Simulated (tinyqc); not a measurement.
Inside a calculation. Method: one-electron ion in a basis of Gaussians. One step of it, computed by the program tinyqc.

Question. Matrices over normalised Gaussians. With p = a_i + a_j and I(k) = Gamma((k+1)/2) / (2 p^((k+1)/2)): S = I(2l+2), T = (2l+3) a_i a_j S / p, V = -Z I(2l+1), each divided by sqrt(S_ii S_jj).

exponents of r^l exp(-a r^2) (1/bohr^2): 1.729000  7.465000  32.240000  139.200000  601.200000  2596.000000  11210.000000

Z = 6

l = 0

Give: S; T; V.

Answer.

S:
```
       1      2      3      4      5      6      7
1  1.000  0.691  0.291  0.103  0.035  0.012  0.004
2  0.691  1.000  0.691  0.291  0.103  0.035  0.012
3  0.291  0.691  1.000  0.691  0.291  0.103  0.035
4  0.103  0.291  0.691  1.000  0.691  0.291  0.103
5  0.035  0.103  0.291  0.691  1.000  0.691  0.291
6  0.012  0.035  0.103  0.291  0.691  1.000  0.691
7  0.004  0.012  0.035  0.103  0.291  0.691  1.000
```

T (hartree):
```
       1       2       3        4         5         6          7
1  2.594   2.910   1.435    0.529     0.181     0.061      0.020
2  2.910  11.197  12.562    6.195     2.285     0.781      0.262
3  1.435  12.562  48.360   54.256    26.753     9.868      3.373
4  0.529   6.195  54.256  208.800   234.235   115.504     42.602
5  0.181   2.285  26.753  234.235   901.800  1011.715    498.912
6  0.061   0.781   9.868  115.504  1011.715  3894.000   4368.573
7  0.020   0.262   3.373   42.602   498.912  4368.573  16815.000
```

V (hartree):
```
         1        2        3         4         5         6          7
1  -12.590  -14.183  -11.500    -8.303    -5.814    -4.042     -2.806
2  -14.183  -26.160  -29.470   -23.896   -17.251   -12.081     -8.399
3  -11.500  -29.470  -54.365   -61.244   -49.660   -35.852    -25.107
4   -8.303  -23.896  -61.244  -112.964  -127.256  -103.186    -74.494
5   -5.814  -17.251  -49.660  -127.256  -234.764  -264.469   -214.450
6   -4.042  -12.081  -35.852  -103.186  -264.469  -487.836   -549.561
7   -2.806   -8.399  -25.107   -74.494  -214.450  -549.561  -1013.734
```
